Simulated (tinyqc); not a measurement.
Lattice vibrations of a chain, step by step. Computed by tinyqc, a small Python program that keeps every step. Command: `OMP_NUM_THREADS=1 python tinyqc.py 25712 25713 out.jsonl` (the two numbers bound the seeds that draw the settings). One thread of a shared host (Intel(R) Xeon(R) Processor @ 2.60GHz), about 0.01 s of CPU time with the checks.

## Dynamical matrix at q = 0.22

A chain moving along its axis:
```
atom                 mass (u)  spring to the next atom (eV/angstrom^2)
1                   56.800000                                24.100000
2                   51.300000                                29.800000
3                  108.100000                                 5.400000
second neighbours           -                                 1.500000
```

q is in units of 2 pi/a. A spring k from atom i to atom j, n cells on, adds k to Phi_ii and Phi_jj, -k exp(2 pi i q n) to Phi_ij and the conjugate to Phi_ji (for one atom a cell: 2k (1 - cos 2 pi q n)); D_ij = Phi_ij / sqrt(m_i m_j).

D(q) (eV/(angstrom^2 u)):
```
[[0.572183, -0.451669+0.027296i, -0.032056+0.067693i],
 [-0.451669-0.027296i, 1.109162, -0.403945+0.019786i],
 [-0.032056-0.067693i, -0.403945-0.019786i, 0.353377]]
```

## Frequencies

omega^2 are the eigenvalues; wavenumber = 521.4708 sqrt(eigenvalue) 1/cm.

eigenvalues: [0.049935, 0.513764, 1.471022]

wavenumbers (1/cm): [116.5, 373.8, 632.5]

weights |e|^2 of the mass-weighted modes, order atom 1, atom 2, atom 3:
```
[[0.239479, 0.583457, 0.177064],
 [0.231910, 0.033738, 0.734352],
 [0.528611, 0.382805, 0.088584]]
```

## Dispersion and heat capacity

C/k_B per atom = mean over q = (j + 1/2)/80, j = 0..39 and all branches of y^2 e^y/(e^y - 1)^2, y = hc wavenumber / k_B T.

Wavenumbers (1/cm):
```
q           branch 1    branch 2    branch 3
0.000000    0.000000  387.812716  634.749404
0.062500   34.377992  386.637790  634.535169
0.125000   68.107067  383.151390  633.925822
0.187500  100.488354  377.489544  633.015990
0.250000  130.699859  369.955474  631.946202
0.312500  157.667799  361.159755  630.880341
0.375000  179.848288  352.257454  629.979990
0.437500  194.995620  345.199762  629.380124
0.500000  200.485505  342.427236  629.169817
```

Heat capacity:
```
T (K)  C/k_B per atom
20           0.056000
50           0.149642
100          0.303064
200          0.575159
300          0.743938
600          0.919176
1200         0.978407
```

zero-point energy per atom = 23.159097 meV
